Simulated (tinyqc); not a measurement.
Worked calculation: RKS/exchange-only LDA in the 6-311g basis, for He, spin multiplicity 1. One step of it, computed by the program tinyqc.

Task: Iteration 1: building the Kohn-Sham matrix. J_ij = sum D_kl (ij|kl); F = H + J + V_xc; E = tr D H + tr D J / 2 + E_xc + E_nn.

D at the start, lower triangle:
```
          1He 1s    1He 2s    1He 3s
1He 1s  0.143012
1He 2s  0.255672  0.457085
1He 3s  0.216518  0.387086  0.327807
```

core Hamiltonian H = T + V (hartree), lower triangle:
```
           1He 1s     1He 2s     1He 3s
1He 1s  -0.449189
1He 2s  -2.025351  -1.672714
1He 3s  -1.309466  -1.363028  -1.211479
```

Two-electron integrals (ij|kl) in chemists' order, unique and non-zero (hartree):
```
(11|11) 2.395117   (21|11) 1.347337   (21|21) 0.798707   (22|11) 1.358411
(22|21) 0.863847   (22|22) 1.054927   (31|11) 0.614121   (31|21) 0.368625
(31|22) 0.406802   (31|31) 0.170715   (32|11) 0.842709   (32|21) 0.547009
(32|22) 0.700418   (32|31) 0.259418   (32|32) 0.476676   (33|11) 0.767030
(33|21) 0.510236   (33|22) 0.697580   (33|31) 0.244176   (33|32) 0.494732
(33|33) 0.558022
```

nuclear repulsion = 0 hartree

V_xc (hartree), lower triangle:
```
           1He 1s     1He 2s     1He 3s
1He 1s  -0.955861
1He 2s  -0.555511  -0.583767
1He 3s  -0.255380  -0.360734  -0.304656
```

E_xc = sum of w rho eps_xc = -0.88298598 hartree

Give: Coulomb J; Kohn-Sham matrix F; total energy of this density.

Result:

Coulomb J (hartree), lower triangle:
```
        1He 1s  1He 2s  1He 3s
1He 1s   2.822
1He 2s   1.746   2.065
1He 3s   0.817   1.364   1.361
```

Kohn-Sham matrix F (hartree), lower triangle:
```
        1He 1s  1He 2s  1He 3s
1He 1s   1.417
1He 2s  -0.835  -0.191
1He 3s  -0.748  -0.360  -0.155
```

total energy of this density = -2.71860 hartree

This density is the starting one; it is not idempotent, so its energy is not variational and may lie below the converged one.
